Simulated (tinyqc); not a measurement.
Deep level with several charge states, and Shockley-Read-Hall recombination: one step. Emission and generation in a depleted region. Three cases, with inputs chosen for the exercise.

Task: With n = p = 0 the level generates pairs at G = Nt en ep/(en + ep); generation lifetime tg = ni/G; current density e G W for a width W = 1 micrometre, e = 1.602176634e-19 C.

One level at Et with degeneracy 1: tn = 1/(sn vth Nt), tp = 1/(sp_ vth Nt), n1 = Nc exp((Et - Eg)/kT), p1 = Nv exp(-Et/kT), ni^2 = n1 p1. Equilibrium p0 = Nm, n0 = ni^2/Nm; n = n0 + dn, p = p0 + dn. U = (n p - ni^2)/(tp (n + n1) + tn (p + p1)), lifetime dn/U; emission rates en = sn vth n1, ep = sp_ vth p1.

Constants: kB = 8.617333262e-05 eV/K.

Give: en, ep; G; tg; current density.

Case 1.

Values chosen (gap and densities of states near those of Si at this temperature; not measured data):
- Eg = 1.145 eV (gap)
- Nc = 2.64e+19 1/cm^3 (conduction-band density of states)
- Nv = 1.2e+19 1/cm^3 (valence-band density of states)
- T = 300 K
- Et = 0.758 eV (recombination level above Ev)
- Nt = 4e+13 1/cm^3 (defects)
- sn = 7.6e-15 cm^2 (electron capture cross-section)
- sp_ = 1.1e-14 cm^2 (hole capture cross-section)
- vth = 14000000 cm/s (thermal velocity, both carriers)

Result:

en, ep (1/s): 8.86e+05  0.341

G = 1.36e+13 1/(cm^3 s)
tg = 315 microsecond
current density = 2.19e-10 A/cm^2

The slower step, hole emission, limits the rate: en/ep = 2.6e+06.

Case 2.

Values chosen (gap and densities of states near those of GaAs at this temperature; not measured data):
- Eg = 1.396 eV (gap)
- Nc = 4.53e+17 1/cm^3 (conduction-band density of states)
- Nv = 8.87e+18 1/cm^3 (valence-band density of states)
- T = 300 K
- Et = 0.942 eV (recombination level above Ev)
- Nt = 2.6e+14 1/cm^3 (defects)
- sn = 6.2e-15 cm^2 (electron capture cross-section)
- sp_ = 3e-16 cm^2 (hole capture cross-section)
- vth = 19000000 cm/s (thermal velocity, both carriers)

Result:

en, ep (1/s): 1.26e+03  7.57e-06

G = 1.97e+09 1/(cm^3 s)
tg = 1.92e+03 microsecond
current density = 3.15e-14 A/cm^2

The slower step, hole emission, limits the rate: en/ep = 1.67e+08.

Case 3.

Values chosen (gap and densities of states near those of Si at this temperature; not measured data):
- Eg = 1.119 eV (gap)
- Nc = 2.68e+19 1/cm^3 (conduction-band density of states)
- Nv = 1.16e+19 1/cm^3 (valence-band density of states)
- T = 300 K
- Et = 0.506 eV (recombination level above Ev)
- Nt = 3.1e+14 1/cm^3 (defects)
- sn = 2.9e-14 cm^2 (electron capture cross-section)
- sp_ = 3e-14 cm^2 (hole capture cross-section)
- vth = 20000000 cm/s (thermal velocity, both carriers)

Result:

en, ep (1/s): 783  2.20e+04

G = 2.34e+17 1/(cm^3 s)
tg = 0.0300 microsecond
current density = 3.75e-06 A/cm^2

The slower step, electron emission, limits the rate: en/ep = 0.0356.

Computed by tinyqc, one run a case: `OMP_NUM_THREADS=1 python tinyqc.py N N+1 out.jsonl` with N = 1652712, 1680054, 1680676; one thread of a shared Intel(R) Xeon(R) Processor @ 2.30GHz, about 0.01 s a run at most.
